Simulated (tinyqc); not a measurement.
Hydrogenic impurity: series, fields, screening, photoionisation and donor-acceptor pairs: one step, computed by the program tinyqc. Command: `OMP_NUM_THREADS=1 python tinyqc.py 3017661 3017662 out.jsonl hydrogenic walk`. One thread of a shared host (Intel(R) Xeon(R) Processor @ 2.30GHz), about 0.01 s of CPU time with the checks.

One isotropic, parabolic band. Effective units: Ry* and a*, in which H = -nabla^2 - 2/r.

Problem. Effective units and the series. Ry* = Ry m/eps^2, a* = a_0 eps/m; level n is bound by Ry*/n^2; <r> = (3/2) a* in 1s; lines 1s -> np at Ry* (1 - 1/n^2); 1 THz = 4.135667696 meV.

Inputs (values chosen for the exercise, modelled on GaN): electron mass m = 0.194 m_0; dielectric constant eps = 9.42.

Parts treated: magnetic field and photoionisation.

Constants: Ry = 13.605693123 eV; a_0 = 0.529177210903 angstrom; h x 1 THz = 4.135667696 meV.

Give: Ry*; a*; <r> of 1s; Series.

Solution.

Ry* = 29.75 meV

a* = 25.70 angstrom

<r> of 1s = 38.54 angstrom

Series:
```
n  binding (meV)  line from 1s (meV)  line (THz)
2          7.436               22.31       5.394
3          3.305               26.44       6.393
4          1.859               27.89       6.743
5          1.190               28.56       6.905
```
